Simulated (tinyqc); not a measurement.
# Superjunction drift layer against a plain one, charge balance: effect of the wanted breakdown voltage

Alternating n and p pillars of equal width wp, doping N and length Lp. When depleted, the lateral field peaks at Ex = q N wp/(2 eps0 eps_r) at the pillar junctions and a uniform vertical field Ey is added; breakdown is taken where Ex^2 + Ey^2 = Ef^2. Only the n pillars conduct, narrowed by the zero-bias depletion. A first-order model: the field peaks at the pillar ends are left out.

Ec(N) = E16 (N/1e16 cm^-3)^(1/8), mu(N) = mi + (mx - mi)/(1 + (N/Nr)^0.9). Plain drift layer for BV: N solves BV = eps0 eps_r Ec(N)^2/(2 q N), W = 2 BV/Ec, Rsp = W/(q mu N). Ex = a Ef gives N = 2 eps0 eps_r a Ef/(q wp); Ey = Ef sqrt(1 - a^2); Lp = BV/Ey; xd = sqrt(eps0 eps_r Vb/(q N)) on each side; Rsp = 2 Lp/(q mu(N) N (1 - 2 xd/wp)). An imbalance dl leaves the mean net doping |dl| N/2, which tilts the vertical field by s = q |dl| N/(2 eps0 eps_r): BV(dl) = Ey Lp - s Lp^2/2, or Ey^2/(2 s) if the field reaches zero inside the pillar.

Values chosen for this exercise; values close to those of 4H silicon carbide:
- eps_r = 9.98 (relative permittivity of the semiconductor)
- E16 = 2.53 MV/cm (critical field at a doping of 1e16 cm^-3)
- mx = 950 cm^2/(V s) (mobility at low doping)
- mi = 40.9 cm^2/(V s) (mobility at high doping)
- Nr = 2e17 cm^-3 (reference doping of the mobility)
- wp = 1 um (width of each pillar)
- Ef = 2.3 MV/cm (critical field inside the pillars)
- a = 0.64 (lateral peak field as a share of Ef)
- Vb = 2.8 V (built-in voltage of the pillar junctions)
- dl = 6 % (charge imbalance (Nn - Np)/N)

Constants: q = 1.602176634e-19 C, eps0 = 8.8541878128e-14 F/cm where lengths are in cm. Results are converted to the units shown.

The same in every row: N (cm^-3) = 1.6237e17.

Result of one run:

| Lp (um) | Rsp, pillars (mohm cm^2) | Rsp, plain (mohm cm^2) | BV(dl) (V) |
|---|---|---|---|
| 7.3560 | 0.13060 | 0.46634 | 1061.0 |

Which wanted breakdown voltage BV gave this result: 490, 810, 1300 or 2200 V?

BV = 1300 V.

The whole series:

| BV (V) | Lp (um) | Rsp, pillars (mohm cm^2) | Rsp, plain (mohm cm^2) | BV(dl) (V) |
|---|---|---|---|---|
| 300 | 1.6975 | 0.030138 | 0.016688 | 287.27 |
| 490 | 2.7727 | 0.049225 | 0.048258 | 456.05 |
| 810 | 4.5834 | 0.081372 | 0.15211 | 717.23 |
| 1300 | 7.3560 | 0.13060 | 0.46634 | 1061.0 |
| 2200 | 12.449 | 0.22101 | 1.6685 | 1515.7 |
| 3600 | 20.370 | 0.36165 | 5.5951 | 1768.1 |
| 5900 | 33.385 | 0.59271 | 19.010 | 1768.1 |
| 9800 | 55.453 | 0.98450 | 67.133 | 1768.1 |

As BV goes from 300 to 9800 V, Rsp of the pillars rises from 0.0301 to 0.985 mohm cm^2 and BV with the imbalance rises from 287 to 1770 V. Rsp goes as BV^(1.00) for the pillars and BV^(2.38) for the plain layer; the pillars win in 6 of the 8 rows. For BV = 5900 to 9800 V the aspect ratio passes 30, which is hard to make. For BV = 300 to 490 V the aspect ratio Lp/wp is under 3, where a pillar model without end effects fails.

Program tinyqc, `OMP_NUM_THREADS=1 python tinyqc.py 2590024 2590025 out.jsonl`; Intel Xeon 2.30GHz, shared host, one thread, about 0.01 s.
